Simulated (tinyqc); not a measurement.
Electron mobility in a silicon inversion layer, empirical terms and Matthiessen rule: two steps of the calculation.

Inversion layer of sheet density Ns on a uniformly doped body, under a high-permittivity gate with an interlayer. The mobility terms are empirical power laws with prefactors chosen for the exercise; adding their inverses (Matthiessen) is itself an approximation.

Values chosen for this exercise; material values close to those of silicon:
- T = 400 K (temperature)
- Eg = 1.11 eV (band gap)
- eps_r = 11.6 (relative permittivity of the semiconductor)
- Nc = 4.26e19 cm^-3 (conduction-band density of states at T)
- Nv = 4e19 cm^-3 (valence-band density of states at T)
- Nb = 2e17 cm^-3 (body doping)
- Vsb = 0 V (reverse body bias)
- eta = 0.5 (weight of the inversion charge in the effective field)
- Cox = 0.64 uF/cm^2 (gate capacitance)
- Ns = 1.7e12 cm^-2 (inversion density)
- WL = 1 (ratio W/L)
- Vd = 0.02 V (drain voltage)

Constants: q = 1.602176634e-19 C, kB = 1.380649e-23 J/K, Vt = kB T/q, eps0 = 8.8541878128e-14 F/cm where lengths are in cm. Results are converted to the units shown.

Question 1. Depletion charge and effective field. ni = sqrt(Nc Nv) exp(-Eg/(2 Vt)), Eg in volts; Ndep = sqrt(2 eps0 eps_r Nb (2 Vt ln(Nb/ni) + Vsb)/q); E = q (Ndep + eta Ns)/(eps0 eps_r), in MV/cm.

Give: ni; Ndep; E.

Answer 1.

ni = 4.198e12 cm^-3
Ndep = 1.380e12 cm^-2
E = 0.3478 MV/cm

The depletion charge gives 61.9 % of the field.

Question 2. Split C-V extraction. Q(Vg) is the trapezoid sum of Cgc from the first point (where Q is taken as 0); mu_eff = I/((W/L) Q Vd); mu_FE = (dI/dVg)/((W/L) Cox Vd) with a backward difference. Listed from point 4 on.

```
point,Vg (V),Cgc (uF/cm^2),I (uA)
0,0.2,0.0014371236,2.5434875e-7
1,0.25,0.0040943482,2.0700883e-6
2,0.3,0.011575686,1.6674527e-5
3,0.35,0.032038450,1.3050570e-4
4,0.4,0.083847636,9.4671525e-4
5,0.45,0.19286001,0.0057525512
6,0.5,0.35351295,0.025340283
7,0.55,0.49872656,0.074670686
8,0.6,0.58234020,0.15599775
9,0.65,0.61859091,0.25896071
10,0.7,0.63235019,0.37326094
11,0.75,0.63730512,0.49273930
12,0.8,0.63905544,0.61417988
```

Find: Q; mu_eff; mu_FE.

Answer 2.

```
point,Q (uC/cm^2),mu_eff (cm^2/(V s)),mu_FE (cm^2/(V s))
4,0.0045175,10.478,1.2753
5,0.011435,25.153,7.5091
6,0.025095,50.490,30.606
7,0.046401,80.463,77.079
8,0.073427,106.23,127.07
9,0.10345,125.16,160.88
10,0.13472,138.53,178.59
11,0.16647,148.00,186.68
12,0.19837,154.80,189.75
```

At the last point mu_FE is 23 % above mu_eff.

Program tinyqc, `OMP_NUM_THREADS=1 python tinyqc.py 2510122 2510123 out.jsonl`; Intel Xeon 2.30GHz, shared host, one thread, about 0.01 s.
